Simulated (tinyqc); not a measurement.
UHF in the sto-6g basis, for H3+, spin multiplicity 1, step by step. One step of it, computed by the program tinyqc.

Question. Iteration 3: building the Fock matrix. J_ij = sum D_kl (ij|kl) with D = D(alpha) + D(beta), K_ij = sum D_kl (ik|jl) for each spin; F = H + J - K(s); E = tr D H + tr D J / 2 - 0.5 sum_s tr D(s) K(s) + E_nn.

D(alpha) after iteration 2, lower triangle:
```
,1H 1s,2H 1s,3H 1s
1H 1s,0.298885
2H 1s,0.302620,0.306403
3H 1s,0.061863,0.062636,0.012804
```

D(beta) after iteration 2, lower triangle:
```
,1H 1s,2H 1s,3H 1s
1H 1s,0.298885
2H 1s,0.061863,0.012804
3H 1s,0.302620,0.062636,0.306403
```

core Hamiltonian H = T + V (hartree), lower triangle:
```
,1H 1s,2H 1s,3H 1s
1H 1s,-1.505805
2H 1s,-0.875633,-1.255543
3H 1s,-0.875633,-0.235336,-1.255543
```

Two-electron integrals (ij|kl) in chemists' order, unique and non-zero (hartree):
```
i,j,k,l,(ij|kl)
1,1,1,1,0.774999
2,1,1,1,0.314091
2,1,2,1,0.162100
2,2,1,1,0.481299
2,2,2,1,0.314091
2,2,2,2,0.774999
3,1,1,1,0.314091
3,1,2,1,0.118768
3,1,2,2,0.177091
3,1,3,1,0.162100
3,2,1,1,0.073103
3,2,2,1,0.033018
3,2,2,2,0.057880
3,2,3,1,0.033018
3,2,3,2,0.007817
3,3,1,1,0.481299
3,3,2,1,0.177091
3,3,2,2,0.266259
3,3,3,1,0.314091
3,3,3,2,0.057880
3,3,3,3,0.774999
```

nuclear repulsion = 1.33630609 hartree

Give: Coulomb J; exchange K(alpha); exchange K(beta); F(alpha); F(beta); total energy of this density.

Answer.

Coulomb J (hartree), lower triangle:
```
,1H 1s,2H 1s,3H 1s
1H 1s,1.247
2H 1s,0.558,0.993
3H 1s,0.558,0.131,0.993
```

exchange K(alpha) (hartree), lower triangle:
```
,1H 1s,2H 1s,3H 1s
1H 1s,0.527
2H 1s,0.410,0.487
3H 1s,0.219,0.148,0.127
```

exchange K(beta) (hartree), lower triangle:
```
,1H 1s,2H 1s,3H 1s
1H 1s,0.527
2H 1s,0.219,0.127
3H 1s,0.410,0.148,0.487
```

F(alpha) (hartree), lower triangle:
```
,1H 1s,2H 1s,3H 1s
1H 1s,-0.786
2H 1s,-0.728,-0.750
3H 1s,-0.537,-0.252,-0.390
```

F(beta) (hartree), lower triangle:
```
,1H 1s,2H 1s,3H 1s
1H 1s,-0.786
2H 1s,-0.537,-0.390
3H 1s,-0.728,-0.252,-0.750
```

total energy of this density = -1.19111 hartree
